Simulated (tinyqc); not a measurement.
## Weibull slope from two areas

Problem. Oxide breakdown times follow a Weibull law, F = 1 - exp(-(t/t63)^beta). For defects spread at random t63 goes as A^(-1/beta). Find beta and the time at which the share Fp of the area-A2 devices has failed, t63(A2) (-ln(1 - Fp))^(1/beta).

Values chosen for this exercise:
```
symbol  value  unit                           meaning
A1         91  um^2          area of a test capacitor
A2      2.6e6  um^2          gate area of the product
Fp       1e-5        allowed share of failed products
```

t63 at the areas A1 and A2 (s): 2800  113.41730

Answer. beta = ln(A2/A1)/ln(t63(A1)/t63(A2)).

beta = 3.200
time to Fp = 3.106 s

Program tinyqc, `OMP_NUM_THREADS=1 python tinyqc.py 2070173 2070174 out.jsonl`; Intel Xeon 2.30GHz, shared host, one thread, about 0.01 s.
